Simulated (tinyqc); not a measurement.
How far the series holds: five-level k.p model folded onto the conduction band.

For k along z and one spin sector the level c couples to four states. With c0 = hbar^2/2m0, P = sqrt(Ep c0), P2 = sqrt(Ep2 c0): diagonal Eg + (1 + Cm) c0 k^2 for c, and 0, -Dso, E7 + D2, E7 for lh, so, G8 up, G7 up (their own dispersion is left out); couplings of c: sqrt(2/3) P k to lh, sqrt(1/3) P k to so, sqrt(2/3) P2 k to G8 up, sqrt(1/3) P2 k to G7 up (phases chosen real).

Expanding E = H_cc + S(E) about Eg in powers of k^2, with s_n = sum_j H_cj^2/(Eg - H_jj)^n: order k^2: e2 = (1 + Cm) c0 k^2 + s1; order k^4: e4 = -s2 e2; order k^6: e6 = s3 e2^2 + s2^2 e2.

Constants: hbar^2/2m0 = 3.80998211 eV angstrom^2.

Inputs chosen for the exercise (near those of CdTe; not measured data):

| symbol | value | unit | meaning |
|---|---|---|---|
| Eg | 1.599 | eV | gap at Gamma to the s-like level |
| Dso | 0.904 | eV | spin-orbit splitting |
| Ep | 18.8 | eV | Kane energy |
| E7 | 5.26 | eV | upper Gamma7 conduction level, from the valence top |
| D2 | 0.32 | eV | its spin-orbit splitting, Gamma8 above Gamma7 |
| Ep2 | 2.1 | eV | Kane energy to the upper levels |
| Cm | -0.3 |  | remote term in 1/m |

Energies from Eg; Pk/Eg measures the coupling.

Levels (eV):

| k (1/angstrom) | Pk/Eg | to k^2 | to k^4 | to k^6 | exact |
|---|---|---|---|---|---|
| 0.0283 | 0.150 | 0.0320 | 0.0314 | 0.0315 | 0.0315 |
| 0.0648 | 0.343 | 0.1680 | 0.1517 | 0.1548 | 0.1542 |
| 0.1012 | 0.536 | 0.4097 | 0.3131 | 0.3583 | 0.3420 |
| 0.1377 | 0.729 | 0.7585 | 0.4274 | 0.7144 | 0.5695 |
| 0.1741 | 0.921 | 1.2125 | 0.3664 | 1.5389 | 0.8180 |
| 0.2105 | 1.114 | 1.7725 | -0.0357 | 3.6274 | 1.0772 |
| 0.2470 | 1.307 | 2.4404 | -0.9874 | 8.5740 | 1.3398 |
| 0.2834 | 1.500 | 3.2127 | -2.7279 | 19.0864 | 1.5979 |

Within 2 % of the exact level stay: the k^2 term up to Pk/Eg = 0.15, the sum to k^4 up to Pk/Eg = 0.34, the sum to k^6 up to Pk/Eg = 0.34. In the last row the errors are +1615, -4326 and +17488 meV: higher orders make it worse, since the series in k^2 converges only for Pk below about Eg/2 in the two-level limit E = Eg/2 + sqrt(Eg^2/4 + P^2 k^2).

(tinyqc, `OMP_NUM_THREADS=1 python tinyqc.py 1050113 1050114 out.jsonl`, Intel(R) Xeon(R) Processor @ 2.30GHz, 1 thread, shared host, about 0.01 s.)
